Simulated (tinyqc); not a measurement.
## Capture times from two lifetimes

Inverse problem. For a deep trap (n1 and p1 negligible) in n-type material tau_SRH = tp0 + tn0 dn/(N + dn). Find tn0, tp0 and the ratio sn/sp for equal thermal velocities.

Inputs (values chosen for the exercise): donor density N = 5.3e14 cm^-3.

tau_SRH at dn = 3e13 and 2e15 cm^-3 (s): 2.4404762e-5  3.3146410e-4

Answer. tau_SRH is a straight line in dn/(N + dn): the intercept is the capture time of the minority carrier and the slope that of the majority carrier.

tn0 = 4.17e-4 s
tp0 = 2.08e-6 s
sn/sp = 0.00500

tinyqc, about 0.01 s, one thread, Intel Xeon 2.30GHz (shared host): `OMP_NUM_THREADS=1 python tinyqc.py 2300133 2300134 out.jsonl`
